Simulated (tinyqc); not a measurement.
Comparisons within one model: free-carrier optics of a doped semiconductor (Drude model with one polar phonon). A value that a table varies takes the place of the one given here.

eps(E) = ei [1 - Ep^2/(E^2 + i E Gam)] + (es - ei) wT^2/(wT^2 - E^2 - i E gT), with Ep^2 = 8 pi c (e^2/(4 pi eps0)) N/(m ei), c = hbar^2/2m0, N in 1/angstrom^3 (1e-24 per 1/cm^3); Gam = hbar/tau, tau = mu m m0/e with m0/e = 5.685630e-12 kg/C and mu in m^2/(V s). Energies in meV.

n + i k = sqrt(eps1 + i eps2) with k >= 0; R = ((n - 1)^2 + k^2)/((n + 1)^2 + k^2) at normal incidence from vacuum; alpha = 2 E k/(hbar c), times 1e8 for 1/cm; loss function Im(-1/eps) = eps2/(eps1^2 + eps2^2).

Constants: hbar^2/2m0 = 3.80998211 eV angstrom^2; e^2/(4 pi eps0) = 14.39964547 eV angstrom; hbar = 6.58211957e-16 eV s; hbar c = 1973.269805 eV angstrom.

Inputs chosen for the exercise (mass and dielectric values near those of GaN; N and mu are free inputs; interband absorption and the rise of the mass with filling are left out; the results hold for these values, not for the real material): m = 0.214 m0 (conductivity mass); ei = 5.5 (high-frequency dielectric constant); wT = 68.7 meV (TO phonon); es = 9.81 (static dielectric constant); N = 1.2e+19 1/cm^3 (carrier density); mu = 210 cm^2/(V s) (mobility); gT = 0.4 meV (phonon damping); E = 64.6 meV (photon energy).

## The coupled modes against doping

L-, L+ solve E^4 - (wL^2 + Ep^2) E^2 + Ep^2 wT^2 = 0, wL = wT sqrt(es/ei); damping left out; energies in meV.

Modes:
```
N (1/cm^3)      Ep     L-      L+  Ep sqrt(ei/es)
2.0e+17      15.31  11.39   92.32           11.46
7.0e+17      28.64  20.97   93.80           21.44
2.0e+18      48.40  33.92   98.03           36.24
4.0e+18      68.45  44.61  105.42           51.26
7.0e+18      90.56  52.92  117.55           67.81
1.0e+19     108.24  57.28  129.82           81.04
3.0e+19     187.47  64.93  198.36          140.37
7.0e+19     286.36  67.12  293.12          214.42
2.0e+20     484.04  68.15  487.93          362.44
```

wL = 91.75 meV

What does this show, and why?

At low density L- follows Ep sqrt(ei/es) (11.39 against 11.46), a plasmon screened by the lattice, and L+ starts at wL. At the highest density L- has come within 0.55 meV of wT, since the carriers screen the field that lifts wL, and L+ is within 3.88 meV of Ep. The branches are closest, 60.82 meV, at 4e+18 1/cm^3 of those listed. The mass is held fixed, while in a real band it rises with filling.

## Reflectance across the plasma edge

Spectrum:
```
E (meV)    eps1    eps2      R  alpha (1/cm)
11.9     -86.08  207.87  0.863      1.50e+04
35.6     -28.65   29.00  0.789      2.13e+04
59.3       3.90    8.37  0.333      9.81e+03
83.0     -14.11    3.32  0.893      3.18e+04
100.8     -5.38    1.85  0.789      2.40e+04
118.6     -1.93    1.15  0.605      1.74e+04
130.4     -0.53    0.87  0.343      1.16e+04
148.2      0.90    0.60  0.022      4.51e+03
177.8      2.35    0.35  0.047      2.05e+03
237.1      3.75    0.15  0.102           921
355.7      4.73    0.04  0.137           367
592.8      5.22    0.01  0.153           126
```

How do the results move?

Ep = 118.6 meV and Gam = 25.8 meV. R is 0.863 at the lowest energy and lowest, 0.022, at 148.2 meV of those listed; without damping and phonon it would vanish at Ep sqrt(ei/(ei - 1)) = 131.1 meV. At the highest energy R is 0.153, against 0.162 for ei alone. Between the last two rows alpha goes as E^-2.09, where the Drude limit far above Ep and Gam is E^-2. Inside the metallic range the phonon cuts a dip in R near L-, below wT = 68.7 meV, which the rows may miss.

## Free-carrier absorption and index change in the near infrared

At the wavelengths listed E = hc/lambda (hc = 1239.841984 eV nm). Approximate forms: alpha = ei Ep^2 Gam/(E^2 sqrt(ei) hbar c) and dn = -sqrt(ei) Ep^2/(2 E^2). The phonon term is left out here.

Free carriers:
```
lambda (micrometre)  E (meV)  alpha (1/cm)  alpha, approximate       dn  dn, approximate
1.31                   946.4          48.4                48.0  -0.0185          -0.0184
1.55                   799.9          67.9                67.3  -0.0259          -0.0258
2.00                   619.9           114                 112  -0.0432          -0.0429
3.00                   413.3           262                 252  -0.0982          -0.0965
5.00                   248.0           787                 700   -0.282           -0.268
8.00                   155.0      2.64e+03            1.79e+03   -0.797           -0.686
10.60                  117.0      8.72e+03            3.15e+03    -1.54            -1.20
```

How do the results move?

At 1.55 micrometre alpha = 67.9 1/cm and dn = -0.0259; a phase shift of pi needs a length lambda/(2 |dn|) = 29.9 micrometre, over which the loss is 0.88 dB. The approximate alpha is within 5 % up to 3 micrometre of the wavelengths listed; it needs photon energies well above both Ep and Gam, which lie at 10.5 and 48.1 micrometre. Interband and intervalley absorption are left out.

## What moves the optical constants

At the energy E. Each row changes one parameter from the base and keeps the others.

Results:
```
case                 Ep (meV)  Gam (meV)       R  alpha (1/cm)
base                   118.57      25.76  0.4687      5.10e+03
N = 1.8e+19 1/cm^3     145.21      25.76  0.4345      8.24e+03
m = 0.2568 m0          108.24      21.47  0.4766      3.87e+03
mu = 126 cm^2/(V s)    118.57      42.93  0.4919      6.09e+03
ei = 5.78              115.66      25.76  0.4552      5.23e+03
E = 77.5 meV           118.57      25.76  0.9256      3.69e+04
```

How do the results move?

The largest shifts from the base row, up to three for each result and ties (the steps differ in size, so this ranks the rows, not the parameters). Ep (meV): N +26.65, m -10.33, ei -2.91; unchanged at the printed digits by mu and E. Gam (meV): mu +17.17, m -4.29; unchanged at the printed digits by N, ei and E. R: E +0.4569, N -0.0342, mu +0.0233. alpha (1/cm): E +3.18e+04, N +3.14e+03, m -1.23e+03.

tinyqc: `OMP_NUM_THREADS=1 python tinyqc.py 1681921 1681922 out.jsonl`; about 0.01 s, one thread, shared Intel(R) Xeon(R) Processor @ 2.30GHz.
